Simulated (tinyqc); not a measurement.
Limits of the phonon part: Bloch-Grueneisen resistivity of a metal. Computed by tinyqc, a small Python program. Command: `OMP_NUM_THREADS=1 python tinyqc.py 3003389 3003390 out.jsonl bg walk`. One thread of a shared host (Intel(R) Xeon(R) Processor @ 2.30GHz), about 0.01 s of CPU time with the checks.

Electrons scatter from a Debye spectrum of phonons (n = 5 for scattering within one band, n = 3 for scattering into a second, heavy band) and from static defects.

Inputs (values chosen for the exercise, modelled on ruthenium):
```
quantity                      value         unit
exponent n                        5            -
Debye temperature Theta         431            K
transport coupling lambda_tr   0.43            -
Drude plasma energy hbar w_p    7.7           eV
residual resistivity rho_0     0.87  microohm cm
```

Addition: none.

Constants: k_B = 1.380649e-23 J/K; hbar = 1.054571817e-34 J s; eps_0 = 8.8541878128e-12 F/m; hbar = 6.582119569e-16 eV s.

Method:
- J_n(y) = int_0^y x^n e^x/(e^x - 1)^2 dx, by 96 Gauss-Legendre points (upper limit at most 60).
- rho_ph = (n - 1) rho_1 (T/Theta)^n J_n(Theta/T), with rho_1 = 2 pi lambda_tr k_B Theta/(hbar eps_0 w_p^2), the high-temperature line at T = Theta.
- Matthiessen's rule: rho = rho_0 + rho_ph.
- Low T: (n - 1) n! zeta(n) rho_1 (T/Theta)^n. High T: rho_1 (T/Theta) [1 - (n - 1)/(12 (n + 1)) (Theta/T)^2].

Resistivities (microohm cm):
```
T (K)      rho_ph   low-T law  straight line  line with correction  total rho
13     1.5633e-04  1.5633e-04          0.379                     -      0.870
22     2.1698e-03  2.1700e-03          0.642                     -      0.872
34     1.8887e-02  1.9131e-02          0.993                     -      0.889
52     1.3442e-01  1.6009e-01          1.518                     -      1.004
86     8.0406e-01  1.9808e+00          2.510                     -      1.674
150    2.8610e+00  3.1974e+01          4.379                 2.370      3.731
220    5.2283e+00  2.1700e+02          6.422                 5.053      6.098
340    9.0899e+00  1.9131e+03          9.925                 9.039      9.960
520    1.4615e+01  1.6009e+04         15.180                14.600     15.485
860    2.4758e+01  1.9808e+05         25.105                24.754     25.628
```

The low-T law holds to 10 % up to 34 K, the straight line from 340 K on. The local exponent of rho_ph falls from 5.00 to 1.05. Phonons overtake the residual resistivity between 86.0 and 150 K.

Extremes, crossings and ranges named in words are read from the listed rows.
